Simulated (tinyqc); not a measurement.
Charge control and current of a heterostructure field-effect transistor: one step, computed by the program tinyqc.

Two subbands in a triangular well; E_F is counted from the conduction band edge of the channel at the interface.

Question. Levels and gate capacitance. Charge control: n_s = C_b (V_G - V_T - E_F/e)/e. Well: mean field F = e n_s/(2 eps eps_0), E_i = (hbar^2/2m)^(1/3) [(3 pi e F/2)(i + 3/4)]^(2/3), i = 0, 1; n_s = D k_B T sum_i ln(1 + exp((E_F - E_i)/k_B T)), D = m/(pi hbar^2), which is solved in closed form for E_F. C_g = e dn_s/dV_G = 1/(1/C_b + 1/C_q), 1/C_q = d(E_F/e)/d(e n_s) by a central difference of +/- 0.1 % in n_s; added distance dd = eps eps_0/C_q.

Inputs (values chosen for the exercise, modelled on AlGaAs/GaAs):
```
quantity                                value  unit
channel mass m                          0.064   m_0
permittivity eps (barrier and channel)   12.6     -
conduction band offset dE_c              0.12    eV
temperature T                             400     K
spacer between delta layer and channel    2.1    nm
```

Charge source: delta doping. Velocity law: smooth.

sheet density n_s = 2.301929e+12 1/cm^2

barrier capacitance C_b = 0.2656256 microfarad/cm^2

Constants: k_B = 8.617333262e-05 eV/K; e = 1.602176634e-19 C; eps_0 = 8.8541878128e-12 F/m; hbar = 1.054571817e-34 J s; m_0 = 9.1093837015e-31 kg; k_B = 1.380649e-23 J/K.

Give: E_0; E_1; E_F; share in the second subband; gate capacitance C_g; added distance dd.

Answer.

E_0 = 126.7 meV

E_1 = 222.8 meV

E_F = 195.5 meV

share in the second subband = 14.95 %

gate capacitance C_g = 0.2361 microfarad/cm^2

added distance dd = 5.246 nm

C_g is 89 % of C_b: the finite density of states and the rise of E_0 act as 5.2 nm of extra barrier. Caution: E_F lies above the conduction band minimum of the barrier, so electrons would spill into the barrier.
